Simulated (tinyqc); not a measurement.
Worked calculation: Pariser-Parr-Pople SCF with singles CI, for the molecule C=CC1=CC(O)=C1 (SMILES; centres numbered as the heavy atoms are written). Computed by tinyqc, a small Python program that keeps every step. Settings: charge = 0, gamma = Ohno, start = huckel, damping = 0.3, iteration cap = 56, excitations kept = 6. Command: `OMP_NUM_THREADS=1 python tinyqc.py 22946 22947 out.jsonl` (the two numbers bound the seeds that draw the settings). One thread of a shared host (Intel(R) Xeon(R) Processor @ 2.60GHz), about 0.01 s of CPU time with the checks. Later iterations appear only in the table of the cycle.

## PPP integrals

Centres (angstrom, eV; a flat drawing with bonds scaled to 1.40 angstrom):
```
centre,x,y,core charge z,W,gamma_rr
1C,-2.785000,0.581000,1,9.580000,11.620000
2C,-1.892000,-0.497000,1,9.580000,11.620000
3C,-0.512000,-0.263000,1,9.580000,11.620000
4C,0.630000,-1.073000,1,9.580000,11.620000
5C,1.440000,0.069000,1,9.580000,11.620000
6O,2.820000,0.304000,2,29.930000,20.620000
7C,0.298000,0.879000,1,9.580000,11.620000
```

Resonance integrals (eV):
```
i,j,beta
1,2,-2.390000
2,3,-2.390000
3,4,-2.390000
4,5,-2.390000
5,6,-2.270000
5,7,-2.390000
7,3,-2.390000
```

Ohno: gamma = 14.399645/sqrt(R^2 + a^2), a = 2 x 14.399645/(gamma_rr + gamma_ss); H_rr = -W_r - sum_(s != r) z_s gamma_rs; H_rs = beta for bonds.

repulsion gamma_rs (eV):
```
,1C,2C,3C,4C,5C,6O,7C
1C,11.620000,7.702240,5.288232,3.607406,3.248538,2.534038,4.316354
2C,7.702240,11.620000,7.702655,5.020039,4.000175,2.961455,5.020889
3C,5.288232,7.702655,11.620000,7.701434,6.164639,4.118952,7.701434
4C,3.607406,5.020039,7.701434,11.620000,7.701434,5.261454,6.164639
5C,3.248538,4.000175,6.164639,7.701434,11.620000,8.671384,7.701434
6O,2.534038,2.961455,4.118952,5.261454,8.671384,20.620000,5.261848
7C,4.316354,5.020889,7.701434,6.164639,7.701434,5.261848,11.620000
```

core matrix H (eV):
```
,1C,2C,3C,4C,5C,6O,7C
1C,-38.810846,-2.390000,0.000000,0.000000,0.000000,0.000000,0.000000
2C,-2.390000,-44.948908,-2.390000,0.000000,0.000000,0.000000,0.000000
3C,0.000000,-2.390000,-52.376298,-2.390000,0.000000,0.000000,-2.390000
4C,0.000000,0.000000,-2.390000,-50.297861,-2.390000,0.000000,0.000000
5C,0.000000,0.000000,0.000000,-2.390000,-55.738990,-2.270000,-2.390000
6O,0.000000,0.000000,0.000000,0.000000,-2.270000,-58.739131,0.000000
7C,0.000000,0.000000,-2.390000,0.000000,-2.390000,0.000000,-51.008446
```

## Starting guess

pi electrons, sum of z_r less the charge = 8

Orbitals of the Hueckel matrix of the beta values.

P at the start:
```
,1C,2C,3C,4C,5C,6O,7C
1C,1.000000,0.887329,0.000000,-0.221060,0.000000,0.338987,-0.221060
2C,0.887329,1.000000,0.445208,0.000000,-0.120154,0.000000,0.000000
3C,0.000000,0.445208,1.000000,0.546115,0.000000,-0.453108,0.546115
4C,-0.221060,0.000000,0.546115,1.500000,0.391013,0.000000,-0.500000
5C,0.000000,-0.120154,0.000000,0.391013,1.000000,0.824488,0.391013
6O,0.338987,0.000000,-0.453108,0.000000,0.824488,1.000000,0.000000
7C,-0.221060,0.000000,0.546115,-0.500000,0.391013,0.000000,1.500000
```

## Iteration 1: Fock matrix

F_rr = H_rr + P_rr gamma_rr / 2 + sum_(s != r) P_ss gamma_rs; F_rs = H_rs - P_rs gamma_rs / 2; E = tr P (H + F) / 2 + core repulsion sum_(r<s) z_r z_s gamma_rs.

F (eV):
```
,1C,2C,3C,4C,5C,6O,7C
1C,-2.342158,-5.807210,0.000000,0.398727,0.000000,-0.429503,0.477087
2C,-5.807210,-1.710991,-4.104643,0.000000,0.240318,0.000000,0.000000
3C,0.000000,-4.104643,-0.187517,-4.492934,0.000000,0.933165,-4.492934
4C,0.398727,0.000000,-4.492934,-3.044135,-3.895680,0.000000,1.541160
5C,0.000000,0.240318,0.000000,-3.895680,-4.739950,-5.844728,-3.895680
6O,-0.429503,0.000000,0.933165,0.000000,-5.844728,-14.358349,0.000000
7C,0.477087,0.000000,-4.492934,1.541160,-3.895680,0.000000,-3.044528
```

pi energy = -101.713369 eV

## Iteration 1: orbitals and new P

Diagonalise F (the basis is taken as orthonormal) and form P = 2 sum c c over the lowest orbitals; 0.3 of the old P is kept.

orbital energies (eV): -17.510463  -10.200418  -7.942766  -4.585375  -1.088134  4.010945  7.888583

P after iteration 1:
```
,1C,2C,3C,4C,5C,6O,7C
1C,0.940452,0.900187,0.140445,-0.163182,-0.165674,0.230414,-0.173041
2C,0.900187,0.979592,0.416643,0.019367,-0.114009,0.020235,0.025406
3C,0.140445,0.416643,0.734271,0.492047,0.239784,-0.342829,0.497754
4C,-0.163182,0.019367,0.492047,1.493803,0.461295,-0.092762,-0.506909
5C,-0.165674,-0.114009,0.239784,0.461295,0.836358,0.621293,0.454991
6O,0.230414,0.020235,-0.342829,-0.092762,0.621293,1.523302,-0.089050
7C,-0.173041,0.025406,0.497754,-0.506909,0.454991,-0.089050,1.492222
```

## Iteration 2: Fock matrix

As before.

F (eV):
```
,1C,2C,3C,4C,5C,6O,7C
1C,-3.512013,-5.856726,-0.371353,0.294332,0.269100,-0.291938,0.373453
2C,-5.856726,-3.510055,-3.994629,-0.048612,0.228028,-0.029963,-0.063781
3C,-0.371353,-3.994629,-1.164468,-4.284735,-0.739090,0.706049,-4.306710
4C,0.294332,-0.048612,-4.284735,-3.998795,-4.166316,0.244032,1.562454
5C,0.269100,0.228028,-0.739090,-4.166316,-3.173789,-4.963737,-4.142042
6O,-0.291938,-0.029963,0.706049,0.244032,-4.963737,-11.761501,0.234284
7C,0.373453,-0.063781,-4.306710,1.562454,-4.142042,0.234284,-4.040655
```

pi energy = -105.345793 eV

## Iteration 2: orbitals and new P

As before.

orbital energies (eV): -14.630592  -11.359077  -8.930734  -5.582405  -0.370498  3.062929  6.649101

P after iteration 2:
```
,1C,2C,3C,4C,5C,6O,7C
1C,0.913527,0.912366,0.168662,-0.151108,-0.196169,0.177795,-0.166037
2C,0.912366,0.996118,0.394463,0.014494,-0.099476,0.021362,0.023410
3C,0.168662,0.394463,0.655940,0.485986,0.318798,-0.294097,0.494996
4C,-0.151108,0.014494,0.485986,1.502646,0.473383,-0.115720,-0.497578
5C,-0.196169,-0.099476,0.318798,0.473383,0.737304,0.560487,0.461378
6O,0.177795,0.021362,-0.294097,-0.115720,0.560487,1.692582,-0.109469
7C,-0.166037,0.023410,0.494996,-0.497578,0.461378,-0.109469,1.501883
```

## Convergence

Stop when output and input P, before any damping, agree to 1e-7.

Course of the cycle:
```
iteration,E (eV),largest |P(out) - P(in)|
1,-101.71336921,7.48e-01
2,-105.34579280,2.42e-01
3,-106.45649861,8.51e-02
4,-106.81965650,4.31e-02
5,-106.94052101,2.39e-02
6,-106.98105843,1.34e-02
7,-106.99480267,7.52e-03
8,-106.99958747,4.42e-03
9,-107.00137707,4.19e-03
10,-107.00217619,4.16e-03
11,-107.00266463,4.25e-03
...,...,...
46,-107.12850040,1.41e-02
47,-107.13546718,1.41e-02
48,-107.14212399,1.41e-02
49,-107.14841780,1.39e-02
50,-107.15430776,1.36e-02
51,-107.15976568,1.33e-02
52,-107.16477579,1.29e-02
53,-107.16933386,1.24e-02
54,-107.17344581,1.19e-02
55,-107.17712604,1.14e-02
56,-107.18039560,1.08e-02
```

Not converged within 56 iterations: the residual falls in a zigzag, on average by a factor of about 0.98 a step. Reruns (cap 100 unless said): damping 0.5: not converged; damping 0: not converged; the original settings with a cap of 400: converged in 179 (E = -107.20066).
